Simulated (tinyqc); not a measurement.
## Via and link resistance from two via chains

Inverse problem. A chain of 2000 vias joined by 2000 metal links has R = 2000 (Rv + Rlink), with Rlink proportional to the link length. Find Rv, Rlink for length L, and the value of Rv that the short chain would give if the links were ignored.

resistance of chains of 2000 links with link lengths L and 3 L (ohm): 46200  1.222e5

Answer. R per link is a straight line in the link length; its intercept at zero length is Rv.

Rv = 4.100 ohm
Rlink = 19.00 ohm
Rv without correction = 23.10 ohm

Computed by the program tinyqc: `OMP_NUM_THREADS=1 python tinyqc.py 2750018 2750019 out.jsonl`, one thread of a shared Intel Xeon 2.30GHz, about 0.01 s for the whole run.
